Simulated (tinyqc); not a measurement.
Contact resistivity and sheet resistance from two contact lengths.

Question. Rc = [sqrt(rc Rsh)/Wc] coth(Lc/(2 LT)), LT = sqrt(rc/Rsh), Wc = 54 nm; the second contact is twice as long as the first. Find LT, rc and Rsh.

Rc for Lc = 21 and 42 nm (ohm): 469.648108  251.151254

Answer. With t = tanh(Lc/(2 LT)) for the shorter contact, the resistance of the longer over that of the shorter is (1 + t^2)/2. Then sqrt(rc Rsh) = Rc t Wc, and rc and Rsh follow by multiplying and dividing by LT.

LT = 38.88 nm
rc = 2.600e-9 ohm cm^2
Rsh = 172.0 ohm

Computed by the program tinyqc: `OMP_NUM_THREADS=1 python tinyqc.py 2170079 2170080 out.jsonl`, one thread of a shared Intel Xeon 2.30GHz, about 0.03 s for the whole run.
